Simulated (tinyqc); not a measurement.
Inverse iteration on a symmetric matrix, step by step. One step of it, computed by the program tinyqc.

Question. Step 2. solve (A - shift) w = v; v' = w/|w| with its largest component positive (the first on a tie); lambda = v'^T A v'.

A:
```
           1          2          3          4          5          6
1   0.121000   0.064000   0.500000  -0.607000  -0.363000  -0.389000
2   0.064000   0.624000  -0.311000  -0.566000   0.147000  -0.659000
3   0.500000  -0.311000   1.702000  -0.458000   0.079000   0.076000
4  -0.607000  -0.566000  -0.458000   1.930000   0.284000  -0.467000
5  -0.363000   0.147000   0.079000   0.284000   2.043000  -0.046000
6  -0.389000  -0.659000   0.076000  -0.467000  -0.046000   2.728000
```

vector after step 1: 0.326489  0.744843  -0.277979  0.257938  -0.405898  0.173367

shift = 0.910000

Give: vector after step 2; Rayleigh quotient after step 2.

Answer.

vector after step 2: 0.2383  0.4759  0.6150  0.4909  0.2029  0.2373

Rayleigh quotient after step 2 = 0.5764
